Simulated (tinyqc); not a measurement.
Electron mobility in a silicon inversion layer, empirical terms and Matthiessen rule: one step of the calculation.

Inversion layer of sheet density Ns on a uniformly doped body. The mobility terms are empirical power laws with prefactors chosen for the exercise; adding their inverses (Matthiessen) is itself an approximation.

Question. Depletion charge and effective field. ni = sqrt(Nc Nv) exp(-Eg/(2 Vt)), Eg in volts; Ndep = sqrt(2 eps0 eps_r Nb (2 Vt ln(Nb/ni) + Vsb)/q); E = q (Ndep + eta Ns)/(eps0 eps_r), in MV/cm.

Inputs (values chosen for the exercise); material values close to those of silicon:
```
symbol,value,unit,meaning
T,250,K,temperature
Eg,1.13,eV,band gap
eps_r,11.7,,relative permittivity of the semiconductor
Nc,2.15e19,cm^-3,conduction-band density of states at T
Nv,2.05e19,cm^-3,valence-band density of states at T
Nb,4e17,cm^-3,body doping
Vsb,0.3,V,reverse body bias
eta,0.5,,weight of the inversion charge in the effective field
Ns,1.4e12,cm^-2,inversion density
```

Constants: q = 1.602176634e-19 C, kB = 1.380649e-23 J/K, Vt = kB T/q, eps0 = 8.8541878128e-14 F/cm where lengths are in cm. Results are converted to the units shown.

Give: ni; Ndep; E.

Answer.

ni = 8.555e7 cm^-3
Ndep = 2.552e12 cm^-2
E = 0.5030 MV/cm

The depletion charge gives 78.5 % of the field.

Numbers from tinyqc (`OMP_NUM_THREADS=1 python tinyqc.py 2510036 2510037 out.jsonl`; about 0.01 s on one thread of a shared Intel Xeon 2.30GHz).
